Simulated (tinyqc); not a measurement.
## Single-photon avalanche diode, trigger probability and counting: effect of the width of the multiplication layer

A multiplication layer of width W with the uniform field V/W; alpha = an exp(-bn/E) for electrons, beta = ap exp(-bp/E) for holes (local model, no dead space). a = alpha W, b = beta W. Electrons enter at x = 0, holes at x = W. P0 is the probability that an electron entering at 0 starts a lasting avalanche, PW the same for a hole entering at W.

Breakdown: ln(a/b) = a - b with a not equal to b. Above it PW/(1 - PW) = [P0/(1 - P0)] exp(b - a) and b ln(1 - P0) = a ln(1 - PW); the mean over pairs made evenly in the layer is Pm = ln[(1 - PW)/(1 - P0)]/(a - b). The excess bias is 10 % of VB in every row.

Inputs (values chosen for the exercise); ionisation coefficients close to those of indium phosphide:
```
symbol   value   unit             meaning
an      1.13e7   1/cm  electron prefactor
bn        3.11  MV/cm      electron field
ap      4.84e6   1/cm      hole prefactor
bp        2.61  MV/cm          hole field
```

Effect of the width of the multiplication layer:
```
W (um),VB (V),E at VB (MV/cm),beta/alpha at VB,P0,PW
0.15,9.110,0.6074,0.9757,0.6228,0.5864
0.25,13.70,0.5479,1.067,0.6491,0.6424
0.41,20.52,0.5004,1.163,0.6709,0.6929
0.67,30.87,0.4607,1.268,0.6896,0.7392
1.1,46.92,0.4265,1.383,0.7059,0.7816
1.8,71.49,0.3972,1.508,0.7198,0.8194
3,111.2,0.3707,1.650,0.7321,0.8538
5,173.8,0.3475,1.806,0.7427,0.8836
```

What does the comparison show?

As W grows, VB rises from 9.11 to 174 V, as W^(0.84) on average, the breakdown field falls from 0.607 to 0.348 MV/cm and beta/alpha rises from 0.976 to 1.81. At equal relative excess P0 rises from 0.623 to 0.743 and PW rises from 0.586 to 0.884. For W = 0.15, 0.25 dead space and band-to-band tunnelling, left out here, matter.

Numbers from tinyqc (`OMP_NUM_THREADS=1 python tinyqc.py 2630111 2630112 out.jsonl`; about 0.01 s on one thread of a shared Intel Xeon 2.30GHz).
